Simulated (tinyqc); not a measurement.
Valley splitting in a one-orbital chain of atomic planes (second-neighbour model), step by step. Values are carried at full precision from step to step, so a last printed digit may differ when a step is redone from the rounded ones.

Each (001) plane carries one orbital with energy e0, hopping v to the next plane and u to the second: E(phi) = e0 + 2 v cos(phi) + 2 u cos(2 phi), where phi = pi - k a/4 (the sign of every second orbital is chosen so that v > 0, which shifts the phase by pi). The minimum lies at cos(phi0) = -v/(4u), phi0 = pi - (pi/2) k0 for a valley at k0 (2 pi/a), and e0 puts it at zero. A slab of N planes has hard walls: the matrix simply ends.

Constants: hbar^2/2m0 = 3.80998211 eV angstrom^2.

Parameters, chosen for this exercise (near those of the Delta valleys of silicon; abrupt walls in this chain split the valleys several times more than measured wells; the results hold for these values, not for the real material): a = 5.429 angstrom (lattice constant; planes lie a/4 apart); k0 = 0.863 2 pi/a (position of the valley); ml = 0.895 m0 (longitudinal mass); N = 10 (planes in the small slab).

## Hoppings from the valley position and mass

The curvature at the minimum is d2E/dphi2 = 8 u sin^2(phi0) = (2c/ml)/(a/4)^2 with c = hbar^2/2m0; v = -4 u cos(phi0); e0 = 2u + v^2/(4u).

phi0 = 1.78600 rad
u = 0.60533 eV
v = 0.51705 eV
e0 = 1.32107 eV

## The bulk band

E at phi = j pi/10.

Band:
```
phi/pi  E (eV)
0.0     3.5658
0.1     3.2840
0.2     2.5318
0.3     1.5548
0.4     0.6612
0.5     0.1104
0.6     0.0221
0.7     0.3391
0.8     0.8586
0.9     1.3170
1.0     1.4976
```

## Hamiltonian of the slab

e0 on the diagonal, v and u on the first and second off-diagonals.

H (eV):
```
[[1.3211, 0.5171, 0.6053, 0, 0, 0, 0, 0, 0, 0],
 [0.5171, 1.3211, 0.5171, 0.6053, 0, 0, 0, 0, 0, 0],
 [0.6053, 0.5171, 1.3211, 0.5171, 0.6053, 0, 0, 0, 0, 0],
 [0, 0.6053, 0.5171, 1.3211, 0.5171, 0.6053, 0, 0, 0, 0],
 [0, 0, 0.6053, 0.5171, 1.3211, 0.5171, 0.6053, 0, 0, 0],
 [0, 0, 0, 0.6053, 0.5171, 1.3211, 0.5171, 0.6053, 0, 0],
 [0, 0, 0, 0, 0.6053, 0.5171, 1.3211, 0.5171, 0.6053, 0],
 [0, 0, 0, 0, 0, 0.6053, 0.5171, 1.3211, 0.5171, 0.6053],
 [0, 0, 0, 0, 0, 0, 0.6053, 0.5171, 1.3211, 0.5171],
 [0, 0, 0, 0, 0, 0, 0, 0.6053, 0.5171, 1.3211]]
```

## Levels and the valley doublet

Diagonalise H. The two lowest levels are the doublet made from the valleys at +k0 and -k0; give their splitting, the weights of the lowest state, and its parity under reversal of the planes.

levels (eV): [0.1433, 0.1662, 0.5552, 0.5803, 1.0478, 1.1875, 1.3980, 1.9986, 2.7791, 3.3546]

splitting = 22.89 meV

weights on the planes: [0.059, 0.002, 0.191, 0.060, 0.188, 0.188, 0.060, 0.191, 0.002, 0.059]

parity of the lowest state: odd

The mean of the doublet lies 0.1547 eV above the bulk minimum, and level 3 lies 0.4005 eV above that mean; the weights oscillate from plane to plane because the two valleys interfere.

## Checks

- Mean of the doublet for 400 planes against the effective-mass level with W = 402 a/4 (meV): both 0.1411.

(tinyqc, `OMP_NUM_THREADS=1 python tinyqc.py 1451243 1451244 out.jsonl`, Intel(R) Xeon(R) Processor @ 2.30GHz, 1 thread, shared host, about 0.01 s.)
